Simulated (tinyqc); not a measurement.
# On-chip interconnect, size-dependent resistivity and RC delay: course in time

A rectangular line between two neighbours and two ground planes. Surface and grain-boundary scattering are added to the bulk resistivity as corrections; capacitances are parallel-plate values without fringing; inductance is ignored.

6 equal pi sections: series Rs = r Lw/6; node capacitances c Lw/6, halved at nodes 0 and 6, with Cl added to node 6; Rd feeds node 0. Elmore delay of node k: the sum, over the resistors on the path to k, of resistance times all capacitance downstream of it.

A 1 V step is applied behind Rd at t = 0. C dv/dt = -G v + b, with G the conductance matrix of the ladder (1/Rs between neighbours, 1/Rd added at node 0) and b = (1 V/Rd, 0, ...). Trapezoidal step: (C/dt + G/2) v(new) = (C/dt - G/2) v + b. The last column solves the same ladder exactly by its modes.

Values chosen for this exercise:
- Rd = 1300 ohm (driver resistance)
- dt = 3.3 ps (time step)

Rs = 3340.59 ohm
C, node 0 to 6 (fF): 0.0494793  0.0989586  0.0989586  0.0989586  0.0989586  0.0989586  0.639479

Voltages (V):
```
t (ps)  node 0   node 3   node 6  node 6, exact
3.3000  1.6960  0.43477  0.06573        0.08210
6.6000  0.2652  0.61730  0.22838        0.23406
9.9000  1.5820  0.57664  0.37239        0.36609
13.200  0.3839  0.73368  0.47373        0.47567
16.500  1.5100  0.72015  0.56917        0.56632
19.800  0.4706  0.80967  0.64186        0.64130
23.100  1.4525  0.81555  0.70465        0.70332
26.400  0.5389  0.86447  0.75586        0.75461
29.700  1.4038  0.87842  0.79784        0.79704
33.000  0.5950  0.90372  0.83337        0.83213
36.300  1.3613  0.91997  0.86176        0.86115
39.600  0.6422  0.93165  0.88618        0.88516
```

What does the table show?

The far end of the ladder reaches 0.5 V at 14.03 ps, 0.726 of its Elmore delay (ln 2 = 0.693 for a single pole); the slowest mode has a time constant of 17.38 ps. The largest error of the trapezoidal steps at that node is 16 mV. Node 0 swings up and down from step to step: the trapezoidal rule does not damp modes much faster than dt, so these swings are numerical.

Range of the model: The metal width is under the mean free path, where the thick-limit surface term and the simple sum of corrections lose accuracy.

Numbers from tinyqc (`OMP_NUM_THREADS=1 python tinyqc.py 2100060 2100061 out.jsonl`; about 0.01 s on one thread of a shared Intel Xeon 2.30GHz).
